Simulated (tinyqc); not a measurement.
Worked calculation: harmonic transition-state theory with quantum, tunnelling and friction corrections. Computed by tinyqc, a small Python program that keeps every step. Command: `OMP_NUM_THREADS=1 python tinyqc.py 3026047 3026048 out.jsonl rates walk`. One thread of a shared host (Intel(R) Xeon(R) Processor @ 2.30GHz), about 0.1 s of CPU time with the checks. Intermediate numbers are printed to about 6 digits and carried at full precision; extremes and crossings named in words are read from the listed rows.

One atom hops between equivalent sites; three modes at the minimum and two real modes at the saddle are treated as harmonic, the rest of the crystal as unchanged; melting is ignored, so hot rows may lie above the melting point.

Inputs (values chosen for the exercise, modelled on an adatom on a metal): barrier E_b = 0.447 eV; imaginary frequency at the saddle nu_b = 2.81 THz; temperature T = 380 K; jump length d = 2.6 angstrom; number of jump directions z = 4; mass ratio of the heavier isotope = 1.04.

Lattice of sites: two-dimensional. Correction studied: isotope.

frequencies at the minimum (THz): [2.94, 3.19, 4.08]

real frequencies at the saddle (THz): [3.51, 5.9]

Constants: k_B = 8.617333262e-05 eV/K; h x 1 THz = 4.135667696 meV.

## Classical rate and diffusivity

Vineyard: nu* = product of minimum frequencies / product of real saddle frequencies; k_cl = nu* exp(-E_b/(k_B T)). Activation entropy S = k_B ln(nu* h/(k_B T)); for uncorrelated jumps D = z k d^2/4 and D0 = z nu* d^2/4; 1 angstrom^2 = 1e-16 cm^2.

prefactor nu* = 1.84773 THz

classical rate k_cl = 2.17906e+06 1/s

activation entropy in the Eyring form = -1.45517 k_B

classical diffusivity D = 1.47304e-09 cm^2/s

prefactor D0 = 0.00124907 cm^2/s

## Quantum harmonic rate

Quantum harmonic: k_q = (k_B T/h) [prod 2 sinh(x_i/2) (minimum) / prod 2 sinh(x_j/2) (saddle)] exp(-E_b/(k_B T)), x = h nu/(k_B T). Zero-point correction to the barrier = (h/2)(sum of saddle frequencies - sum of minimum frequencies).

x at the minimum: [0.371310, 0.402884, 0.515287]

x at the saddle: [0.443299, 0.745146]

zero-point correction = -1.65427 meV

quantum harmonic rate k_q = 2.16240e+06 1/s

ratio k_q/k_cl = 0.992357

To second order in x the ratio is 1 + (sum x_i^2 - sum x_j^2)/24 = 0.9922.

## Tunnelling factors

With u = h nu_b/(k_B T): Wigner factor 1 + u^2/24; parabolic barrier (Bell) (u/2)/sin(u/2), valid above T_c = h nu_b/(2 pi k_B); symmetric Eckart barrier: kappa = int_0^infinity P(E) exp(-(E - E_b)/(k_B T)) dE/(k_B T), P = (cosh 2a - 1)/(cosh 2a + cosh 2d), a = alpha sqrt(E/E_b), alpha = 2 pi E_b/(h nu_b), 2d = 2 sqrt(alpha^2 - pi^2/4).

u = 0.354891

crossover temperature T_c = 21.4634 K

Wigner factor = 1.00525

Bell factor = 1.00527

Eckart factor = 1.00565

T/T_c = 17.70: tunnelling is a small correction.

## Isotope effect over temperature

All frequencies of the heavier isotope are divided by sqrt(mass ratio); each column is light over heavy.

Rate ratios:
```
T (K)  classical  quantum harmonic  with Eckart tunnelling
150      1.01980           1.01809                 1.01946
190      1.01980           1.01868                 1.01954
250      1.01980           1.01913                 1.01963
300      1.01980           1.01933                 1.01968
380      1.01980           1.01951                 1.01973
570      1.01980           1.01967                 1.01977
760      1.01980           1.01973                 1.01979
1100     1.01980           1.01977                 1.01980
```

The classical ratio is sqrt(mass ratio) = 1.0198 at any T. The quantum ratio is 1.0181 in the coldest row, below it, as quantum effects in the stiff saddle modes outweigh those at the minimum; tunnelling multiplies it by a further 1.001. In the hottest row the full ratio is 1.0198.

Checks made by the program: quantum rate against the classical one at very high temperature (relative difference 1e-09).
